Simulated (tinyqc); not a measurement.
Comparisons within one model: valley splitting in a one-orbital chain of atomic planes (second-neighbour model). A value that a table varies takes the place of the one given here.

Each (001) plane carries one orbital with energy e0, hopping v to the next plane and u to the second: E(phi) = e0 + 2 v cos(phi) + 2 u cos(2 phi), where phi = pi - k a/4 (the sign of every second orbital is chosen so that v > 0, which shifts the phase by pi). The minimum lies at cos(phi0) = -v/(4u), phi0 = pi - (pi/2) k0 for a valley at k0 (2 pi/a), and e0 puts it at zero. A slab of N planes has hard walls: the matrix simply ends.

A well of Nw planes between barriers of 40 planes each (as of a SiGe alloy, taken as an offset alone). With x = j - 39.5 for plane j = 0, 1, ..., the potential is V0 (f(x) + f(Nw - x)) + F (j - 40) a/4, f(y) = 1/(1 + exp(y/L)), a step for L = 0; L is in planes, 4 L is about the distance over which f goes from 0.88 to 0.12, and 1 MV/m = 1e-4 V/angstrom.

Constants: hbar^2/2m0 = 3.80998211 eV angstrom^2.

Inputs chosen for the exercise (near those of the Delta valleys of silicon; abrupt walls in this chain split the valleys several times more than measured wells; shifted at random, so the results belong to these values and not to a real crystal):
```
symbol  value  unit      meaning
a       5.434  angstrom  lattice constant; planes lie a/4 apart
ml      0.863  m0        longitudinal mass
N0      34               first number of planes
Nf      150              planes in the thick slab
V0      0.25   eV        barrier height
F       15     MV/m      field
Nw      50               planes in the well
k0      0.833  2 pi/a    position of the valley
```

## Splitting against the number of planes

u = 0.641161 eV
v = 0.665076 eV
e0 = 1.454793 eV
phi0 = 1.833119 rad

Ten slabs from N0 on, of thickness (N - 1) a/4 between the outer planes. Effective mass: E1 = (c/ml)(pi/W)^2 with W = (N + 2) a/4: the amplitude vanishes on two missing planes at each end, and the envelope has its nodes N + 2 spacings apart. Large-N estimate of the splitting: 16 pi^2 u |sin(phi0) sin((N + 2) phi0)|/(N + 2)^3.

Doublet (meV):
```
N   thickness (angstrom)  mean level  effective mass  splitting  estimate
34                 44.83       18.16           18.22      0.116     0.040
35                 46.19       17.23           17.25      1.826     1.855
36                 47.55       16.32           16.35      0.969     0.922
37                 48.91       15.50           15.52      1.095     1.142
38                 50.26       14.74           14.76      1.357     1.339
39                 51.62       14.01           14.05      0.291     0.338
40                 52.98       13.38           13.38      1.314     1.320
41                 54.34       12.74           12.77      0.379     0.345
42                 55.70       12.18           12.20      0.959     0.981
43                 57.06       11.65           11.66      0.795     0.776
```

What can be read from the table?

The mean level falls smoothly, from 18.2 to 11.6 meV, within 0.4 % of the effective-mass value. The splitting swings between 0.116 (N = 34) and 1.826 meV (N = 35): one plane more or less changes the phase between the two walls by phi0 = 1.833 rad. The estimate misses the computed values by at most 0.077 meV.

## Splitting against the electric field

A thick slab in a field F: plane j = 0, 1, ... gains the energy F j a/4 (1 MV/m = 1e-4 V/angstrom), which presses the electron against the first wall. The exponent is the slope of ln(splitting) against ln F between 20 and 50 MV/m.

Doublet:
```
F (MV/m)  mean level (meV)  splitting (meV)  splitting/F (meV per MV/m)
1                     8.06           0.1407                      0.1407
2                    12.70           0.2814                      0.1407
5                    23.12           0.7037                      0.1407
10                   36.27           1.4077                      0.1408
20                   56.69           2.8168                      0.1408
30                   73.45           4.2269                      0.1409
50                  101.54           7.0499                      0.1410
```

exponent = 1.00

What does this show, and why?

The splitting goes from 0.1407 to 7.0499 meV. At high field it grows as F^1.00: at a single hard wall it follows the squared slope of the envelope, which is proportional to F, while the level itself grows about as F^(2/3) (here F^0.64). A hard wall is the sharpest interface possible; real Si interfaces split several times less.

## Sharp and graded interfaces

The lowest doublet for several interface widths L.

Doublet:
```
L (planes)  4 L (angstrom)  mean level (meV)  splitting (micro-eV)
0.00                  0.00             42.34               2113.43
0.25                  1.36             42.60               1103.55
0.50                  2.72             43.00                212.69
0.75                  4.08             43.50                 40.30
1.00                  5.43             44.12                  7.56
1.50                  8.15             45.68                  0.22
2.00                 10.87             47.54                  0.01
```

What can be read from the table?

The mean level moves by +5.2 meV over the table, while the splitting falls from 2113.4 micro-eV at a step to 7.56 at L = 1 plane, a factor 280. Coupling the valleys needs the Fourier component of the potential at twice the valley wave vector, a period of a few planes, and grading removes it. Random alloy disorder, left out here, sets the splitting once this part is gone.

## What each parameter does

Step interfaces (L = 0). u, v, e0 follow from 8 u sin^2(phi0) = (2c/ml)/(a/4)^2, v = -4u cos(phi0), e0 = 2u + v^2/(4u), c = hbar^2/2m0. Each row changes one parameter from the base and keeps the others.

Results:
```
case               mean level (meV)  splitting (micro-eV)
base                          42.34                2113.4
k0 = 0.843 2 pi/a             42.34                2102.9
ml = 0.949 m0                 41.06                2112.9
V0 = 0.375 eV                 43.53                2114.4
F = 30 MV/m                   63.62                4225.2
Nw = 51                       42.34                2112.7
```

How do the results move?

The largest shifts from the base row, up to three for each result and ties (the steps differ in size, so this ranks the rows, not the parameters). mean level (meV): F +21.28, ml -1.28, V0 +1.19; unchanged at the printed digits by k0 and Nw. splitting (micro-eV): F +2111.7, k0 -10.5, V0 +1.0.

Computed by tinyqc, a small Python program: `OMP_NUM_THREADS=1 python tinyqc.py 1451382 1451383 out.jsonl` (the numbers bound the seed that draws the inputs); one thread of a shared host (Intel(R) Xeon(R) Processor @ 2.30GHz), about 0.01 s for the whole set of steps.
